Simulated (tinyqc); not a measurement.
Lorentz oscillators and the Kramers-Kronig relations: one step. eps1 at one grid point. Four cases, with inputs chosen for the exercise.

Question. List the terms E_j eps2_j/(E_j^2 - E_i^2) for j - i odd, add them and form eps1.

Kramers-Kronig: eps1(E) = 1 + (2/pi) P integral_0^infinity E1 eps2(E1)/(E1^2 - E^2) dE1. Maclaurin rule on the grid E_j = j h, j = 1 .. M: eps1(E_i) = 1 + (4 h/pi) sum over j with j - i odd of E_j eps2(E_j)/(E_j^2 - E_i^2); nothing is added above E_M.

Give: terms in order of j; sum; eps1(E_i).

Case 1.

Values chosen: h = 0.4 eV (grid step); M = 36 (grid points E_j = j h); i = 5 (grid index at which eps1 is wanted).

eps2(E_j), j = 1 .. M: 0.002955  0.005943  0.008999  0.012159  0.015463  0.018955  0.022687  0.026720  0.031126  0.035994  0.041438  0.047600  0.054673  0.062916  0.072691  0.084531  0.099256  0.118208  0.143770  0.180634  0.239429  0.349470  0.619962  1.729284  7.278783  1.788334  0.792594  0.631108  0.650291  0.752757  0.918483  1.136226  1.372116  1.548417  1.573151  1.428327

Answer.

terms in order of j (1/eV): -0.0014  -0.0135  0.0258  0.0137  0.0120  0.0120  0.0129  0.0146  0.0178  0.0241  0.0419  0.1883  0.1786  0.0582  0.0645  0.0910  0.1164  0.1011

sum = 0.958 1/eV
eps1(E_i) = 1.488

The oscillator formula gives 1.681 at E_i = 2 eV. The rule samples every 2h = 0.8 eV against a narrowest width of 0.42 eV and stops at 14.4 eV; coarse sampling and the missing tail make the difference.

Case 2.

Values chosen: h = 0.5 eV (grid step); M = 30 (grid points E_j = j h); i = 5 (grid index at which eps1 is wanted).

eps2(E_j), j = 1 .. M: 0.048554  0.103881  0.175260  0.278878  0.448616  0.769145  1.506039  3.834170  15.574265  15.504706  3.829860  1.517950  0.790173  0.478123  0.317641  0.224814  0.166544  0.127702  0.100592  0.080972  0.066350  0.055186  0.046486  0.039587  0.034035  0.029508  0.025773  0.022662  0.020045  0.017827

Answer.

terms in order of j (1/eV): -0.0198  -0.2479  0.8391  1.5730  4.1346  0.3061  0.0783  0.0311  0.0154  0.0086  0.0053  0.0034  0.0024  0.0017  0.0012

sum = 6.733 1/eV
eps1(E_i) = 5.286

The oscillator formula gives 5.600 at E_i = 2.5 eV. The rule samples every 2h = 1 eV against a narrowest width of 0.64 eV and stops at 15 eV; coarse sampling and the missing tail make the difference.

Case 3.

Values chosen: h = 0.2 eV (grid step); M = 36 (grid points E_j = j h); i = 10 (grid index at which eps1 is wanted).

eps2(E_j), j = 1 .. M: 0.092667  0.191274  0.303034  0.438309  0.614194  0.862653  1.251962  1.954045  3.511300  8.270430  26.196931  17.971015  6.628677  4.129549  3.740673  4.274965  5.681881  8.444394  13.616776  21.713880  26.302065  20.074719  12.272266  7.519059  4.893531  3.382514  2.456848  1.856111  1.446850  1.156630  0.943890  0.783575  0.659922  0.562640  0.484791  0.421567

Answer.

terms in order of j (1/eV): -0.0047  -0.0500  -0.2047  -0.8592  -8.3162  68.6110  6.2444  2.2444  2.5553  4.9563  8.0989  3.2898  1.1651  0.5273  0.2831  0.1699  0.1101  0.0754

sum = 88.896 1/eV
eps1(E_i) = 23.637

The oscillator formula gives 21.256 at E_i = 2 eV. The rule samples every 2h = 0.4 eV against a narrowest width of 0.31 eV and stops at 7.2 eV; coarse sampling and the missing tail make the difference.

Case 4.

Values chosen (out of a larger set: line positions loosely like those of Ge; Lorentz tails absorb below the gap, where the real solid is clear; not measured data): h = 0.4 eV (grid step); M = 36 (grid points E_j = j h); i = 17 (grid index at which eps1 is wanted).

eps2(E_j), j = 1 .. M: 0.381239  0.870955  1.693317  3.667145  12.249687  17.931716  11.844666  15.449474  12.665815  19.067773  35.355074  14.920286  5.930195  3.061372  1.856517  1.242550  0.887596  0.663843  0.513716  0.408147  0.331149  0.273321  0.228838  0.193931  0.166069  0.143505  0.124999  0.109652  0.096798  0.085939  0.076691  0.068761  0.061915  0.055970  0.050780  0.046227

Answer.

terms in order of j (1/eV): -0.0153  -0.1343  -1.0631  -1.3733  -2.5222  -3.0870  -1.1521  -1.5061  0.8535  0.1839  0.0771  0.0405  0.0241  0.0155  0.0105  0.0075  0.0055  0.0041

sum = -9.631 1/eV
eps1(E_i) = -3.905

The oscillator formula gives -4.250 at E_i = 6.8 eV. The rule samples every 2h = 0.8 eV against a narrowest width of 0.47 eV and stops at 14.4 eV; coarse sampling and the missing tail make the difference.

Computed by tinyqc, one run a case: `OMP_NUM_THREADS=1 python tinyqc.py N N+1 out.jsonl` with N = 1681325, 1681345, 1681391, 1681427; one thread of a shared Intel(R) Xeon(R) Processor @ 2.30GHz, about 0.2 s a run at most.
